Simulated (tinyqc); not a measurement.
# MOS inversion layer, Poisson-Schroedinger loop: effect of the sheet density of electrons

Electrons confined at an insulator interface at z = 0, treated as a hard wall; parabolic valleys, Hartree approximation, no image or exchange terms. The depletion charge lies far deeper than the electrons and gives a uniform field q Nd/(eps0 eps_r); the gate balances all charge. Energies are counted from the band edge at the interface.

Schroedinger equation -(C/mz) psi'' + (V0 + U) psi = E psi, C = hbar^2/(2 m0), psi(0) = 0, on a uniform mesh of 800 nodes with a far wall at 17 nm, 8 levels a set; V0 = q Nd z/(eps0 eps_r); dU/dz = q (Ns - integral of n from 0 to z)/(eps0 eps_r), U(0) = 0; N_k = g md m0 q Vt/(pi hbar^2) ln(1 + exp((EF - E_k)/Vt)), g the number of valleys of the set, sum N_k = Ns. Triangular well: E_k = a_k (C F^2/mz)^(1/3), a_1 = 2.338107, a_2 = 4.087949, C = hbar^2/(2 m0), F in eV/nm. Fang-Howard (all electrons in the lowest level of set A): b^3 = 6 (mz1/C) q (Nd + 11 Ns/32)/(eps0 eps_r), centroid 3/b, level C b^2/(4 mz1) + (3/b) q (Nd + 11 Ns/16)/(eps0 eps_r). The centroid adds 3.9 z_av/eps_r to an oxide-equivalent thickness. Shares under 0.0001 % are printed as 0.

Inputs (values chosen for the exercise); masses and permittivity close to those of silicon (111):

| symbol | value | unit | meaning |
|---|---|---|---|
| T | 300 | K | temperature |
| eps_r | 11.5 |  | relative permittivity |
| mz1 | 0.259 | m0 | mass along z of valley set A (6 valley(s)) |
| md1 | 0.359 | m0 | in-plane density-of-states mass of set A |
| Nd | 3.2e12 | cm^-2 | sheet density of depletion charge |

Constants: q = 1.602176634e-19 C, kB = 1.380649e-23 J/K, hbar = 1.054571817e-34 J s, m0 = 9.1093837015e-31 kg, Vt = kB T/q, eps0 = 8.8541878128e-14 F/cm where lengths are in cm, hbar^2/(2 m0) = 0.0380998212 eV nm^2. Results are converted to the units shown.

Result of one run:
columns A: Ns (cm^-2); B: A1 (meV); C: A2 (meV); D: EF (meV); E: share of A1 (%); F: share of A2 (%); G: centroid z_av (nm); H: added oxide equivalent (nm); I: Fang-Howard centroid (nm)
```
A         B    C     D     E      F     G      H     I
4.5e11  180  308  78.0  99.3  0.711  2.20  0.747  2.32
```

What becomes of these results when the sheet density of electrons Ns is changed from 4.5e11 to 9.7e11 cm^-2, all else the same?

Result of the changed run:
columns A: Ns (cm^-2); B: A1 (meV); C: A2 (meV); D: EF (meV); E: share of A1 (%); F: share of A2 (%); G: centroid z_av (nm); H: added oxide equivalent (nm); I: Fang-Howard centroid (nm)
```
A         B    C    D     E      F     G      H     I
9.7e11  193  323  111  99.3  0.660  2.16  0.733  2.28
```

The whole series:
columns A: Ns (cm^-2); B: A1 (meV); C: A2 (meV); D: EF (meV); E: share of A1 (%); F: share of A2 (%); G: centroid z_av (nm); H: added oxide equivalent (nm); I: Fang-Howard centroid (nm)
```
A         B    C     D     E      F     G      H     I
1e11    171  297  29.9  99.2  0.748  2.23  0.757  2.35
2.1e11  174  301  52.0  99.2  0.736  2.22  0.754  2.34
4.5e11  180  308  78.0  99.3  0.711  2.20  0.747  2.32
9.7e11  193  323   111  99.3  0.660  2.16  0.733  2.28
2.1e12  220  355   159  99.4  0.567  2.08  0.706  2.21
4.4e12  272  415   231  99.6  0.429  1.95  0.662  2.07
9.4e12  370  530   352  99.7  0.259  1.76  0.596  1.87
2e13    547  734   555  99.9  0.115  1.52  0.514  1.61
```

As Ns goes from 1e11 to 2e13, A1 rises from 171 to 547 meV, the share of A1 rises from 99.2 to 99.9 % and the centroid falls from 2.23 to 1.52 nm. A1 goes as Ns^(0.52) between the last two rows (a triangular well in the field of that charge alone gives 2/3). EF lies more than 2 meV above A1 for Ns = 2e13. The Fang-Howard centroid is 5.3 % above the full one in the first row, where A1 holds 99.2 %, and 6.3 % above it in the last, where A1 holds 99.9 %.

Numbers from tinyqc (`OMP_NUM_THREADS=1 python tinyqc.py 2160063 2160064 out.jsonl`; about 0.4 s on one thread of a shared Intel Xeon 2.30GHz).
